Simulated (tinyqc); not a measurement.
Thermionic-field emission through a Schottky barrier, WKB: two steps of the calculation.

Metal on an n-type semiconductor with one parabolic valley; V > 0 is forward bias (metal positive). Energies E are counted from the conduction edge of the neutral semiconductor, whose Fermi level lies at -xi; that of the metal lies at -xi - V. The barrier is a parabola of height Vd = phi - xi - V (depletion approximation, no image force).

Values chosen for this exercise; band and dielectric values close to those of In0.53Ga0.47As:
```
symbol,value,unit,meaning
T,300,K,temperature
me,0.0406,m0,electron mass
eps_r,14.1,,relative permittivity
phi,0.5,eV,barrier height seen from the metal
Nd,3.6e17,cm^-3,donor density
V,0.15,V,bias
nE,11,,points of the energy grid
Eb,0.54,eV,upper end of the energy grid
```

Constants: q = 1.602176634e-19 C, kB = 1.380649e-23 J/K, hbar = 1.054571817e-34 J s, h = 6.62607015e-34 J s, m0 = 9.1093837015e-31 kg, Vt = kB T/q, eps0 = 8.8541878128e-14 F/cm where lengths are in cm. Results are converted to the units shown.

Question 1. Fermi level, barrier and E00. Nc = 2 (2 pi me m0 kB T/h^2)^1.5 (times 1e-6 for cm^-3); Nd = Nc F12(-xi/Vt), F12(x) = (2/sqrt(pi)) int_0^infinity sqrt(u)/(1 + exp(u - x)) du; E00 = (hbar/2) sqrt(Nd/(me m0 eps0 eps_r)) in SI units (volts). W = sqrt(2 eps0 eps_r Vd/(q Nd)).

Find: Nc; xi; Vd; W; E00; E00/Vt.

Answer 1.

Nc = 2.053e17 cm^-3
xi = -0.03018 eV
Vd = 0.3802 V
W = 40.57 nm
E00 = 14.72 meV
E00/Vt = 0.5695

By a common rule of thumb, E00/Vt below 0.5 marks thermionic emission, 0.5 to 5 thermionic-field emission and above 5 field emission. By that rule alone: thermionic-field emission; with a high barrier, tunnelling near its top can carry most of the current even below 0.5.

Question 2. Current density on a coarse grid. For E < Vd, ln T(E) = -(Vd/E00) [sqrt(1 - y) - y ln((1 + sqrt(1 - y))/sqrt(y))], y = E/Vd; T(E) = 1 above. J = A* T (q/kB) int_0^infinity T(E) N(E) dE, N = ln[(1 + exp((-xi - E)/Vt))/(1 + exp((-xi - V - E)/Vt))], A* = 4 pi q me m0 kB^2/h^3 (times 1e-4 for A/(cm^2 K^2)). Simpson's rule on nE equally spaced points from 0 to Eb.

xi = -0.030175486 eV
Vd = 0.38017549 V
E00 = 14.723328 meV

Give: E; T(E); N; T(E) N; J.

Answer 2.

```
point,E (eV),T(E),N,T(E) N
0,0.0000,6.109e-12,1.429,8.727e-12
1,0.0540,1.627e-8,0.3338,5.431e-9
2,0.1080,2.946e-6,0.04795,1.413e-7
3,0.1620,1.728e-4,0.006065,1.048e-6
4,0.2160,0.004466,7.530e-4,3.363e-6
5,0.2700,0.05702,9.328e-5,5.319e-6
6,0.3240,0.3647,1.155e-5,4.213e-6
7,0.3780,0.9926,1.431e-6,1.420e-6
8,0.4320,1.000,1.771e-7,1.771e-7
9,0.4860,1.000,2.194e-8,2.194e-8
10,0.5400,1.000,2.717e-9,2.717e-9
```

J = 14.38 A/cm^2

The integrand peaks at E = 0.270 eV among these points, 0.71 of the barrier height.

Range of the model: The depletion approximation, a parabolic band and the neglect of image-force lowering make these currents estimates at high doping.

Program tinyqc, `OMP_NUM_THREADS=1 python tinyqc.py 2640031 2640032 out.jsonl`; Intel Xeon 2.30GHz, shared host, one thread, about 0.04 s.
